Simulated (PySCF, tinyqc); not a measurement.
Worked calculation: FCI on RHF in the 6-311g basis, for H2, spin multiplicity 1. The lowest restricted solution is unstable here: a spin-polarised one lies 0.0009 hartree lower (PySCF). One step of it, computed by the program tinyqc.

Question. Iteration 6 (converged): orbitals. Diagonalise F' = X^T F X, C = X C', fill 1 alpha and 1 beta electrons from the bottom; D = 2 C_occ C_occ^T. Each column has its largest component positive (the first on a tie).

converged F (hartree), order 1H 1s, 1H 2s, 1H 3s, 2H 1s, 2H 2s, 2H 3s:
```
[[0.712184, -0.304630, -0.388632, -0.211377, -0.310626, -0.313040],
 [-0.304630, -0.217522, -0.316204, -0.310626, -0.352095, -0.329791],
 [-0.388632, -0.316204, -0.248885, -0.313040, -0.329791, -0.277801],
 [-0.211377, -0.310626, -0.313040, 0.712184, -0.304630, -0.388632],
 [-0.310626, -0.352095, -0.329791, -0.304630, -0.217522, -0.316204],
 [-0.313040, -0.329791, -0.277801, -0.388632, -0.316204, -0.248885]]
```

X, order 1H 1s, 1H 2s, 1H 3s, 2H 1s, 2H 2s, 2H 3s:
```
[[0.722439, -0.881991, -0.712867, 0.666715, 0.460946, 0.157306],
 [-1.822120, 1.509174, 0.627768, 0.095748, 0.346419, 0.242506],
 [2.109923, -0.887028, 0.786224, -0.500026, 0.141338, 0.256182],
 [-0.722439, -0.881991, 0.712867, 0.666715, -0.460946, 0.157306],
 [1.822120, 1.509174, -0.627768, 0.095748, -0.346419, 0.242506],
 [-2.109923, -0.887028, -0.786224, -0.500026, -0.141338, 0.256182]]
```

Give: F' = X^T F X; orbital energies; coefficients C; D after iteration 6.

Answer.

F' = X^T F X (hartree):
```
[[1.414, 0.000, -1.004, 0.000, 0.306, 0.000],
 [0.000, 1.895, 0.000, -1.059, 0.000, -0.054],
 [-1.004, 0.000, 1.266, 0.000, -0.571, 0.000],
 [0.000, -1.059, 0.000, 1.074, 0.000, -0.008],
 [0.306, 0.000, -0.571, 0.000, 0.413, 0.000],
 [0.000, -0.054, 0.000, -0.008, 0.000, -0.479]]
```

orbital energies (hartree): [-0.481, 0.076, 0.350, 0.491, 2.526, 2.621]

coefficients C, order 1H 1s, 1H 2s, 1H 3s, 2H 1s, 2H 2s, 2H 3s:
```
[[0.145, 0.123, -0.045, -0.098, -1.104, -1.106],
 [0.300, 0.141, -0.919, -1.159, 1.572, 1.188],
 [0.209, 1.145, 0.924, 1.693, -0.955, -0.453],
 [0.145, -0.123, -0.045, 0.098, 1.104, -1.106],
 [0.300, -0.141, -0.919, 1.159, -1.572, 1.188],
 [0.209, -1.145, 0.924, -1.693, 0.955, -0.453]]
```

D after iteration 6, order 1H 1s, 1H 2s, 1H 3s, 2H 1s, 2H 2s, 2H 3s:
```
[[0.042, 0.087, 0.061, 0.042, 0.087, 0.061],
 [0.087, 0.180, 0.125, 0.087, 0.180, 0.125],
 [0.061, 0.125, 0.087, 0.061, 0.125, 0.087],
 [0.042, 0.087, 0.061, 0.042, 0.087, 0.061],
 [0.087, 0.180, 0.125, 0.087, 0.180, 0.125],
 [0.061, 0.125, 0.087, 0.061, 0.125, 0.087]]
```
